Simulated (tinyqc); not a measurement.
Worked calculation: inverse iteration on a symmetric matrix. Computed by tinyqc, a small Python program that keeps every step. Settings: method = inverse, shift = -0.48. Command: `OMP_NUM_THREADS=1 python tinyqc.py 29684 29685 out.jsonl` (the two numbers bound the seeds that draw the settings). One thread of a shared host (Intel(R) Xeon(R) Processor @ 2.60GHz), about 0.01 s of CPU time with the checks.

## Step 1

A:
```
,1,2,3
1,0.6500,0.1090,-0.0980
2,0.1090,0.8070,0.0480
3,-0.0980,0.0480,1.6030
```

vector v at the start: 0.5774  0.5774  0.5774

shift = -0.4800

solve (A - shift) w = v; v' = w/|w| with its largest component positive (the first on a tie); lambda = v'^T A v'.

vector after step 1: 0.7119  0.5654  0.4166

Rayleigh quotient after step 1 = 0.9178

## Step 2

As before.

vector after step 2: 0.8131  0.5034  0.2922

Rayleigh quotient after step 2 = 0.8279

## Step 3

As before.

vector after step 3: 0.8872  0.4110  0.2094

Rayleigh quotient after step 3 = 0.7697

## Course of the iteration

Stop when the residual |A v - lambda v| is below 1e-9.

Steps:
```
step,lambda,residual
1,0.917829,2.98e-01
2,0.827946,2.27e-01
3,0.769665,1.82e-01
4,0.725959,1.58e-01
5,0.689790,1.42e-01
6,0.659811,1.27e-01
7,0.636171,1.11e-01
8,0.618616,9.41e-02
9,0.606237,7.81e-02
10,0.597845,6.38e-02
11,0.592310,5.15e-02
12,0.588726,4.13e-02
13,0.586434,3.29e-02
14,0.584980,2.62e-02
15,0.584061,2.08e-02
16,0.583483,1.65e-02
17,0.583120,1.31e-02
18,0.582892,1.03e-02
19,0.582749,8.19e-03
20,0.582660,6.48e-03
21,0.582603,5.13e-03
22,0.582568,4.06e-03
23,0.582546,3.21e-03
24,0.582533,2.54e-03
25,0.582524,2.01e-03
26,0.582519,1.59e-03
27,0.582515,1.26e-03
28,0.582513,9.97e-04
29,0.582512,7.89e-04
30,0.582511,6.24e-04
```

all eigenvalues, for comparison: 0.5825  0.8628  1.6147

Not converged in 30 steps: the residual falls only by the ratio of the two smallest distances of eigenvalues from the shift, 0.79 a step.
